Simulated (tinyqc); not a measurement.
Quantum well in an electric field by finite differences, step by step. Values are carried at full precision from step to step, so a last printed digit may differ when a step is redone from the rounded ones.

Finite differences on points z_i at the centres of cells of width h: H_ii = (c/h^2)(1/m_(i-1/2) + 1/m_(i+1/2)) + V_i, H_(i,i+1) = -(c/h^2)/m_(i+1/2), where m_(i+1/2) is the mean of the masses at the two points (the end values are repeated outwards), psi = 0 on the points beyond both ends, c = hbar^2/2m0. The field adds e F (z - z0) with z0 the middle of the structure; 1 kV/cm = 1e-5 eV/angstrom.

Constants: hbar^2/2m0 = 3.80998211 eV angstrom^2.

Values chosen for the exercise (near those of a strained Si well in SiGe; not measured data): layers = ((20, 0.182, 0.975), (30, 0, 0.91), (20, 0.182, 0.975)) (each layer: thickness in angstrom, band edge in eV, mass in m0); F = 38 kV/cm (field along z); h = 5 angstrom (cell width of the coarse grid); hf = 0.3125 angstrom (cell width of the fine grid).

## The coarse grid

List the points, the potential with the field, and the masses.

Grid:
```
i   z (angstrom)   V (eV)  m (m0)
1            2.5   0.1696  0.9750
2            7.5   0.1716  0.9750
3           12.5   0.1734  0.9750
4           17.5   0.1754  0.9750
5           22.5  -0.0047  0.9100
6           27.5  -0.0029  0.9100
7           32.5  -0.0009  0.9100
8           37.5   0.0009  0.9100
9           42.5   0.0029  0.9100
10          47.5   0.0047  0.9100
11          52.5   0.1887  0.9750
12          57.5   0.1905  0.9750
13          62.5   0.1925  0.9750
14          67.5   0.1943  0.9750
```

## The tridiagonal Hamiltonian

Form the diagonal and the neighbouring elements; V in the grid already includes the field.

diagonal H_ii (eV): [0.4823, 0.4842, 0.4861, 0.4934, 0.3244, 0.3321, 0.3340, 0.3359, 0.3378, 0.3339, 0.5067, 0.5032, 0.5051, 0.5070]

H_(i,i+1) (eV): [-0.1563, -0.1563, -0.1563, -0.1617, -0.1675, -0.1675, -0.1675, -0.1675, -0.1675, -0.1617, -0.1563, -0.1563, -0.1563]

## Lowest levels on the coarse grid

Diagonalise the symmetric tridiagonal matrix; give the three lowest levels and the weights u_i^2 (sum 1) of the two lowest.

levels (eV): [0.0238, 0.0913, 0.1829]

weights on the points, rows level 1, level 2:
```
[[0.000, 0.000, 0.002, 0.015, 0.093, 0.186, 0.239, 0.225, 0.156, 0.071, 0.010, 0.001, 0.000, 0.000],
 [0.000, 0.003, 0.012, 0.053, 0.214, 0.178, 0.021, 0.045, 0.207, 0.209, 0.046, 0.010, 0.002, 0.000]]
```

## Halving the cell width

The same with h, h/2, ..., h/32. The end points move with h, since psi vanishes half a cell beyond the structure. Richardson value (4 E(h/32) - E(h/16))/3.

Convergence:
```
cell (angstrom)  points  E1 (eV)  E2 (eV)  E1 - finest (meV)
5.0000               14  0.02380  0.09129             -1.737
2.5000               28  0.02507  0.09661             -0.466
1.2500               56  0.02542  0.09800             -0.118
0.6250              112  0.02551  0.09835             -0.029
0.3125              224  0.02553  0.09845             -0.006
0.1562              448  0.02554  0.09847              0.000
```

Richardson values of E1, E2 (eV): [0.02554, 0.09848]

The coarse grid is 1.7 meV too low in E1. The last differences between rows shrink by a factor 3.9 (4 for a pure h^2 error, 2 for one linear in h).

## Positions and dipoles on the fine grid

With h sum psi^2 = 1: <z - z0> of three levels, |z_12| and |z_13|, the mass m1 from 1/m1 = <1|1/m|1>, and f_1j = (m1/c)(E_j - E_1) z_1j^2.

levels (eV): [0.0255, 0.0984, 0.1953]

<z - z0> (angstrom): [-0.6, -0.1, -1.6]

|z_12|, |z_13| (angstrom): [7.51, 0.12]

m1 = 0.9122 m0

f_12, f_13: [0.984, 0.001]

Parity is broken, so the 1-3 transition is allowed, with 0.00063 times the strength of 1-2. E2 - E1 = 72.9 meV, a wavelength of 17.0 micrometre (hc = 1239.841984 eV nm). Level 3 lies above the lowest point of the outer barriers, so it is a resonance or a state of the finite grid, and values that rest on it depend on the ends of the grid.

## Checks

- E1 at zero field on the grid h/32 against transfer matrices between the same hard ends, eV: both 0.0256.

(tinyqc, `OMP_NUM_THREADS=1 python tinyqc.py 1282593 1282594 out.jsonl`, Intel(R) Xeon(R) Processor @ 2.30GHz, 1 thread, shared host, about 0.03 s.)
